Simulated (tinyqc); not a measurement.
Free and trapped electrons in a MOS channel with a dense trap tail: one step of the calculation.

p-type body, charge-sheet picture, full ionisation (an idealisation for deep acceptors), Boltzmann statistics for free electrons. e = Ec - EF at the surface. Acceptor-like traps of density D(E) = D0 + De exp(-E/Ew) at depth E below Ec, from 0 to Eu, hold n_t = integral of D(E)/(1 + exp((e - E)/Vt)). psi = Eg - Vt ln(Nv/Na) - e; N_dep = sqrt(2 eps0 eps_r Na (psi - Vt)/q); n_f = sqrt(N_dep^2 + 2 eps0 eps_r Vt Nc exp(-e/Vt)/q) - N_dep; Vg = Vfb + psi + q (N_dep + n_t + n_f)/Cox, Cox = eps0 eox/tox.

Question. Charges and gate voltage. psi, N_dep, n_f and Vg as defined, with the n_t given; free share n_f/(n_f + n_t); apparent mobility mf n_f/(n_f + n_t); gate voltage spent on traps q n_t/Cox.

Values chosen for this exercise; band and dielectric values close to those of silicon:
```
symbol,value,unit,meaning
T,300,K,temperature
Eg,1.12,eV,band gap
eps_r,11.5,,relative permittivity
Nc,2.77e19,cm^-3,conduction-band density of states at T
Nv,2.6e19,cm^-3,valence-band density of states at T
eox,3.9,,relative permittivity of the insulator
tox,26,nm,insulator thickness
Na,1.2e16,cm^-3,acceptor density
Vfb,-0.75,V,flat-band voltage without trapped charge
mf,250,cm^2/(V s),mobility of free electrons
e,0.107,eV,Ec - EF at the surface
```

Constants: q = 1.602176634e-19 C, kB = 1.380649e-23 J/K, Vt = kB T/q, eps0 = 8.8541878128e-14 F/cm where lengths are in cm. Results are converted to the units shown.

n_t = 5.8540587e11 cm^-2

Find: psi; N_dep; n_f; Vg; free share; apparent mobility; gate voltage spent on traps.

Answer.

psi = 0.8144 V
N_dep = 3.468e11 cm^-2
n_f = 1.683e11 cm^-2
Vg = 1.392 V
free share = 22.33 %
apparent mobility = 55.83 cm^2/(V s)
gate voltage spent on traps = 0.7062 V

Program tinyqc, `OMP_NUM_THREADS=1 python tinyqc.py 2222070 2222071 out.jsonl`; Intel Xeon 2.30GHz, shared host, one thread, about 0.02 s.
